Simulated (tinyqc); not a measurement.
Plain band against climbing image: nudged elastic band on a two-dimensional model surface. Computed by tinyqc, a small Python program. Command: `OMP_NUM_THREADS=1 python tinyqc.py 3024596 3024597 out.jsonl neb walk`. One thread of a shared host (Intel(R) Xeon(R) Processor @ 2.30GHz), about 0.3 s of CPU time with the checks.

V(x, y) = h u^2 + t x + (kappa/2)(y + c u)^2 with u = x^2/w^2 - 1; the path runs from the minimum near (-w, 0) to that near (w, 0).

Inputs (values chosen for the exercise, for a model surface): height h = 1.4 eV; half width w = 1.5 angstrom; transverse stiffness kappa = 3.4 eV/angstrom^2; curvature c = 0.52 angstrom; tilt t = 0.23 eV/angstrom; spring constant k_s = 1.9 eV/angstrom^2; step factor eta = 0.056 angstrom^2/eV.

Surface: curved double well. Climbing image: off.

Method:
- Newton steps x(new) = x - H^-1 grad V (moves limited to 0.3 angstrom) from (-w, 0), (w, 0) and (0, c) give the two minima and the saddle.
- Tangent at image i: towards the higher neighbour if the energies rise or fall through i; at a maximum or minimum, tau = t+ dmax + t- dmin if V(i+1) > V(i-1), else t+ dmin + t- dmax, with t+ = R(i+1) - R(i), t- = R(i) - R(i-1) and dmax, dmin the larger and smaller of |V(i+1) - V(i)| and |V(i-1) - V(i)|; then normalise. Force F = -grad V + (grad V.tau) tau + k_s (|t+| - |t-|) tau.
- With a climbing image, the highest image feels instead F = -grad V + 2 (grad V.tau) tau and no spring.
- Update R(new) = R + eta F; the end points stay fixed.
- Images are counted without the end points, and convergence is judged on the largest force on an image. Each run starts on the straight line with the same k_s and eta, for at most 1500 iterations; errors are against the Newton saddle; a dash marks a run that did not reach 1e-4 eV/angstrom.

positions (angstrom), rows start, end, saddle, columns x, y:
$$\begin{pmatrix}
-1.54423 & -0.03112 \\
1.45146 & 0.03311 \\
0.09277 & 0.51801
\end{pmatrix}$$

energies (eV): start -0.35016, end 0.33951, saddle 1.41065

barrier from the start = 1.76081 eV

Error of the highest image (meV) and iterations:
```
images  plain, error  plain, iterations  climbing, error  climbing, iterations
2           -173.363                 58                0                    65
3            -29.304                 91                0                    57
4            -35.803                118                0                    81
5            -29.960                160                0                    79
6             -7.607                195                0                   117
8             -0.875                281                0                   154
10            -0.054                371                0                   191
```

What follows from these numbers?

The plain band underestimates the barrier by 0.05 to 173.36 meV, depending on how near an image falls to the saddle (worst for 2 images, best for 10). The climbing image is within about 0.001 meV in every converged run, so few images suffice for the barrier.

Extremes, crossings and ranges named in words are read from the listed rows.
